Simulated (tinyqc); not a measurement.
FinFET, parasitic resistance, capacitance and delay: course of the iteration: fin currents at Vgs = Vdd, Vds = Vdd/2.

Nf fins under one contact; each has gated perimeter p = 2 Hf + Wf and cross-section A = Hf Wf; contact width Wc = Nf pf, stack height Hs = Hf. Contact length Lc = CPP - Lg - 2 Lsp, shared by two neighbouring gates. Source and drain sides are equal. The formulas are first-order estimates, not field solutions.

One fin: I = p Q vx u/(1 + |u|^1.8)^(1/1.8), Q = Cinv n Vt ln(1 + exp((Vg' - VT + dl Vd')/(n Vt))), u = Vd' mu/(vx Lg), Vg' = Vgs - v, Vd' = Vds - 2 v, with the drop on each side v = Rc (sum of I) + Rx I. I(new) = I(out).

Stop when the largest change of I is below 1e-6 uA, or after 80 iterations.

Values chosen for this exercise; values close to those of silicon logic devices:
```
symbol,value,unit,meaning
T,300,K,temperature
Hf,42,nm,fin height
Wf,8,nm,fin width
Lg,14,nm,gate length
Cinv,3.4,uF/cm^2,inversion capacitance
vx,1.1e7,cm/s,injection velocity
mu,250,cm^2/(V s),apparent mobility
VT,0.28,V,threshold at zero drain voltage
dl,0.067,V/V,barrier lowering
n,1.27,,subthreshold factor
Vdd,0.75,V,supply voltage
```

Constants: q = 1.602176634e-19 C, kB = 1.380649e-23 J/K, Vt = kB T/q. Results are converted to the units shown.

I at the start (uA): fin 1 0, fin 2 0, fin 3 0
Rc = 130.879 ohm
Rx = 214.286 ohm

Course of the iteration:

| iteration | total I (uA) | largest \|change\| of one entry (uA) |
|---|---|---|
| 1 | 500.413 | 167 |
| 2 | 362.095 | 46.1 |
| 3 | 404.535 | 14.1 |
| 4 | 392.145 | 4.13 |
| 5 | 395.808 | 1.22 |
| 6 | 394.729 | 0.360 |
| 7 | 395.047 | 0.106 |
| 8 | 394.953 | 0.0312 |
| 9 | 394.981 | 9.21e-3 |
| 10 | 394.973 | 2.71e-3 |
| 11 | 394.975 | 8.00e-4 |
| 12 | 394.975 | 2.36e-4 |
| 13 | 394.975 | 6.95e-5 |
| 14 | 394.975 | 2.05e-5 |
| 15 | 394.975 | 6.03e-6 |
| 16 | 394.975 | 1.78e-6 |
| 17 | 394.975 | 5.24e-7 |

Did this iteration meet its convergence test, and what does its course show?

Yes. Converged in 17 iterations. At the end each change is about 0.29 times the one before: linear convergence.

Numbers from tinyqc (`OMP_NUM_THREADS=1 python tinyqc.py 2170069 2170070 out.jsonl`; about 0.03 s on one thread of a shared Intel Xeon 2.30GHz).
